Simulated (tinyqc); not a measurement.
Resistance of a source-drain extension with a graded tip: one step of the calculation.

y runs along the channel, the gate covers y > 0. The doping is N0 for y < y0 and N0 10^(-(y - y0)/la) beyond, uniform over the depth xj. Sheet conductance s(y) = q mu(N) max(N - Nch, 0) xj + (for y > 0) ma Cox Vo, with mu(N) = u0 + (u1 - u0)/(1 + (N/Nr)^au) and Cox = eps0 eox/tox. Current is taken as one-dimensional; depletion of the tip, spreading and the contact are left out. The metallurgical junction lies at yj, where N = Nch.

Task. Resistance of the overlapped part. Midpoint rule on 10 equal steps from 0 to yj: R_ov = sum h/s(y), per width.

Values chosen for this exercise; mobility law close to that of holes in silicon: relative permittivity of the gate insulator (close to silicon dioxide) eox = 3.9; insulator thickness tox = 1.1 nm; active doping of the extension far from the gate N0 = 5.8e19 cm^-3; lateral abruptness la = 5.8 nm/decade; position under the gate where the fall begins (gate edge at 0) y0 = 1.4 nm; depth of the extension xj = 7 nm; channel doping Nch = 5.9e17 cm^-3; gate overdrive Vo = 0.4 V; mobility of the gate-induced layer ma = 92 cm^2/(V s); mobility at low doping u1 = 470.5 cm^2/(V s); mobility at high doping u0 = 44.9 cm^2/(V s); reference doping Nr = 2.23e17 cm^-3; exponent au = 0.719.

Constants: q = 1.602176634e-19 C, eps0 = 8.8541878128e-14 F/cm where lengths are in cm. Results are converted to the units shown.

Wanted: y; N; doped conductance; sheet resistance; R_ov.

Result.

```
point,y (nm),N (cm^-3),doped conductance (uS),sheet resistance (ohm/square)
0,0.64785,5.8000e19,338.46,2202.7
1,1.9435,4.6743e19,278.62,2537.2
2,3.2392,2.7946e19,177.03,3418.2
3,4.5349,1.6708e19,114.22,4352.8
4,5.8306,9.9891e18,74.704,5256.9
5,7.1263,5.9722e18,49.189,6071.2
6,8.4220,3.5706e18,32.058,6776.0
7,9.7177,2.1347e18,19.917,7383.3
8,11.013,1.2763e18,10.726,7920.8
9,12.309,7.6304e17,3.2853,8416.9
```

R_ov = 70.403 ohm um

tinyqc, about 0.03 s, one thread, Intel Xeon 2.30GHz (shared host): `OMP_NUM_THREADS=1 python tinyqc.py 2282007 2282008 out.jsonl`
